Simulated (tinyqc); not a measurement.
MOSFET in the linear regime without short-channel effects, parameter extraction from computed curves: one step of the calculation.

Inversion charge Q = Cox n Vt W0(exp((Vg - VT)/(n Vt))), W0 the Lambert function and n = nf; u = Q/Cox; mobility mu = mu0/(1 + th1 u + th2 u^2); channel resistance Rch = (L - dL)/(W mu Q); Id = Vd/(Rch + Rsd/W). Cox = eps0 eox/tox. Small Vd, no channel-length or drain effects.

Task. Threshold and mobility at the peak transconductance. gm_i = (Id_(i+1) - Id_(i-1))/(Vg_(i+1) - Vg_(i-1)); at the point j of largest gm the tangent meets the axis at V_ext = Vg_j - Id_j/gm_j; field-effect mobility gm_j L/(W Cox Vd) with the drawn L.

Parameters, values chosen for the exercise; channel values of the order met in silicon transistors: relative permittivity of the gate insulator (close to hafnium oxide) eox = 21.5; insulator thickness tox = 8.1 nm; low-field mobility mu0 = 140 cm^2/(V s); threshold voltage VT = 0.46 V; gate width W = 1 um; drawn gate length L = 1.4 um; drawn less effective length dL = 0.005 um; drain voltage Vd = 0.05 V.

Constants: eps0 = 8.8541878128e-14 F/cm where lengths are in cm. Results are converted to the units shown.

```
point  Vg (V)        Id (uA)
0         0.3  2.5980060e-11
1        0.38   1.4953872e-6
2        0.46    0.048756936
3        0.54     0.74151521
4        0.62      1.5625384
5         0.7      2.3638594
6        0.78      3.1257121
7        0.86      3.8413381
8        0.94      4.5079220
```

Wanted: gm; j; V_ext; field-effect mobility.

Result.

gm, point 1 to 7 (uS): [0.3047, 4.634, 9.461, 10.14, 9.770, 9.234, 8.639]
j = 4
V_ext = 0.4659 V
field-effect mobility = 120.8 cm^2/(V s)

V_ext is 5.9 mV above the model VT, and the mobility so found is 14 % below mu0 L/(L - dL) = 141 cm^2/(V s), the value for the drawn L; attenuation, series resistance and the slow approach of Q to a straight line all lower the peak gm.

Numbers from tinyqc (`OMP_NUM_THREADS=1 python tinyqc.py 2210109 2210110 out.jsonl`; about 0.01 s on one thread of a shared Intel Xeon 2.30GHz).
